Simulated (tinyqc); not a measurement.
Worked calculation: chemically amplified photoresist: aerial image, acid generation, bake, development and line width. Computed by tinyqc, a small Python program that keeps every step. Command: `OMP_NUM_THREADS=1 python tinyqc.py 3017484 3017485 out.jsonl resist walk`. One thread of a shared host (Intel(R) Xeon(R) Processor @ 2.30GHz), about 0.02 s of CPU time with the checks. Intermediate numbers are printed to about 7 digits and carried at full precision; extremes and crossings named in words are read from the listed rows.

Lines and spaces of pitch p with a two-beam-like image; x = 0 is the middle of the bright space. The resist is positive and treated as uniform in depth.

Inputs (values chosen for the exercise, for a model resist at 193 nm): pitch p = 230 nm; image contrast c = 0.49; mean dose E = 11.4 mJ/cm^2; Dill parameter C = 0.023 cm^2/mJ; quencher load q, relative to the acid generator = 0.095; acid diffusivity D = 2.8 nm^2/s; bake time t = 90 s; amplification rate k_amp = 0.03 1/s; threshold protection m_th = 0.55; development selectivity n = 12; largest rate r_max = 880 nm/s; smallest rate r_min = 0.018 nm/s; resist thickness d = 210 nm; development time t_d = 45 s; photon energy = 6.42 eV; absorption coefficient alpha = 0.97 1/um.

## Acid image and its blur

Dose E(x) = E [1 + c cos(2 pi x/p)]; acid h = 1 - exp(-C E(x)). Bake: the acid image is blurred by a Gaussian of variance sigma^2 = 2 D t (each Fourier term k of h, taken on 64 points, is multiplied by exp(-4 pi^2 k^2 D t/p^2)). Cosine coefficients: h(x) = sum_k h_k cos(2 pi k x/p).

diffusion length sigma = sqrt(2 D t) = 22.44994 nm

h_0 to h_4 before the bake: [0.2274647, 0.0990496, -0.0031792, 0.0000681, -0.0000011]

h_0 to h_4 after the blur: [0.2274647, 0.0820687, -0.0014984, 0.0000125, -0.0000001]

blur factor of the first harmonic = 0.8285621

sigma/p = 0.098; the blur keeps 83 % of the modulation.

## From image to dissolution rate

The quencher then removes q, h_eff = max(h_blurred - q, 0); protection m = exp(-k_amp t h_eff). Mack rate r = r_max (a + 1)(1 - m)^n/(a + (1 - m)^n) + r_min, a = ((n + 1)/(n - 1))(1 - m_th)^n.

Across half a pitch:
```
x/p   x (nm)  dose (mJ/cm^2)  blurred acid  protection m   rate (nm/s)
0.00     0.0        16.98600     0.3080475     0.5625764  3.307928e+02
0.05    11.5        16.71260     0.3043118     0.5682795  2.989680e+02
0.10    23.0        15.91917     0.2933928     0.5852825  2.121718e+02
0.15    34.5        14.68337     0.2761547     0.6131672  1.065890e+02
0.20    46.0        13.12617     0.2540274     0.6509164  3.401652e+01
0.25    57.5        11.40000     0.2289630     0.6964911  6.567826e+00
0.30    69.0         9.67383     0.2033264     0.7464092  7.812085e-01
0.35    80.5         8.11663     0.1797009     0.7955731  7.552339e-02
0.40    92.0         6.88083     0.1606106     0.8376552  2.161973e-02
0.45   103.5         6.08740     0.1481931     0.8662156  1.835505e-02
0.50   115.0         5.81400     0.1438851     0.8763501  1.813796e-02
```

The dose varies by a factor 2.92 across the pattern and the rate by 18200.

## Space width and dose latitude

Edge: vertical development clears the film where r t_d >= d; the space width is twice the x where r = d/t_d. Dose sensitivity = d ln(width)/d ln E from widths at 1.005 E and E/1.005; image log-slope at the edge = |d ln E/dx|, normalised by the width (NILS); latitude for 10 % of width = 10 %/sensitivity.

space width = 119.0515 nm

dose sensitivity = 1.461446

NILS = 1.635501

dose latitude = 6.842538 %

At the same width a resist without blur would give a sensitivity 2/NILS = 1.223; the blur multiplies it by 1.20. Caution: lateral development, standing waves and the joint diffusion of acid and quencher are left out, so widths are indicative.

## Photon statistics at the edge

The edge lies at x = width/2. Absorbed photons per volume N = E(edge) alpha/(photon energy), 1 mJ/cm^2 = 62.41509 eV/nm^2, alpha in 1/nm; a Gaussian blur averages over a volume V = (2 sqrt(pi) sigma)^3; relative noise 1/sqrt(N V); edge noise sigma_x = (dh/d ln E) noise/|dh/dx|, with both derivatives of the blurred acid at the edge.

absorbed photons N = 0.1045919 1/nm^3

photons in the blur volume = 52717.98

edge noise from photons = 0.3788636 nm

Caution: the noise counts photons alone (acid and quencher statistics add to it) and takes the film as thicker than the blur; a thinner film averages in two dimensions only.

## Blur against noise

For each sigma the edge is held at x = p/4; N is taken at the mean dose; edge noise = (dh/d ln E)/(sqrt(N V) |dh/dx|), both derivatives taken of the blurred acid, V = (2 sqrt(pi) sigma)^3, N = E alpha/(photon energy), 1 mJ/cm^2 = 62.41509 eV/nm^2.

Trade-off:
```
sigma/p  sigma (nm)  blur factor  photons in V  edge noise (nm)
0.02            4.6    0.9921354  4.661433e+02         3.484150
0.04            9.2    0.9689108  3.729146e+03         1.257913
0.07           16.1    0.9078082  1.998589e+04         0.576343
0.10           23.0    0.8208687  5.826791e+04         0.370772
0.14           32.2    0.6791668  1.598872e+05         0.268622
0.18           41.4    0.5275296  3.398185e+05         0.236302
0.22           50.6    0.3846668  6.204367e+05         0.239453
0.27           62.1    0.2371676  1.146887e+06         0.285502
0.33           75.9    0.1165308  2.093974e+06         0.429993
```

The noise is least near sigma/p = 0.18 among these rows. More diffusion averages over more photons (noise falls as sigma^(-3/2)) until it erases the image slope (factor exp(-2 pi^2 sigma^2/p^2)); for a pure cosine the two balance at sigma/p = sqrt(3/8)/pi = 0.195. Caution: for a film thinner than the blur the noise falls as 1/sigma only, and the optimum moves to sigma/p = 1/(2 pi) = 0.159.

Checks made by the program: sensitivity 2/NILS in the limit of no diffusion (relative difference 2e-06).
